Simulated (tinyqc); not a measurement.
Electron mobility in a silicon inversion layer, empirical terms and Matthiessen rule: one step of the calculation.

Inversion layer of sheet density Ns on a uniformly doped body. The mobility terms are empirical power laws with prefactors chosen for the exercise; adding their inverses (Matthiessen) is itself an approximation.

Problem. Mobility terms and their sum. With t = T/(300 K): muC = Ac (Ns/1e12 cm^-2) t/(Nb/1e17 cm^-3 + Nit/1e11 cm^-2), muP = Ap E^(-1/3) t^(-1.75), muS = As E^(-gs); 1/mu is the sum of the inverses.

Parameters, values chosen for the exercise; material values close to those of silicon:
```
symbol   value        unit                                       meaning
T          300           K                                   temperature
Nb      9.3e16       cm^-3                                   body doping
Ap         385  cm^2/(V s)  phonon-limited mobility at 1 MV/cm and 300 K
As         919  cm^2/(V s)         roughness-limited mobility at 1 MV/cm
gs           2                            exponent of the roughness term
Ac        2300  cm^2/(V s)                             Coulomb prefactor
Nit     1.6e11       cm^-2                       charge at the interface
Ns      2.2e12       cm^-2                             inversion density
```

E = 0.40426736 MV/cm

Wanted: terms; mu; shares of 1/mu.

Solution.

terms (cm^2/(V s)): Coulomb 2000.0, phonon 520.68, roughness 5623.1
mu = 384.85 cm^2/(V s)
shares of 1/mu (%): Coulomb 19.243, phonon 73.913, roughness 6.8441

The phonon term limits most.

tinyqc, about 0.01 s, one thread, Intel Xeon 2.30GHz (shared host): `OMP_NUM_THREADS=1 python tinyqc.py 2510021 2510022 out.jsonl`
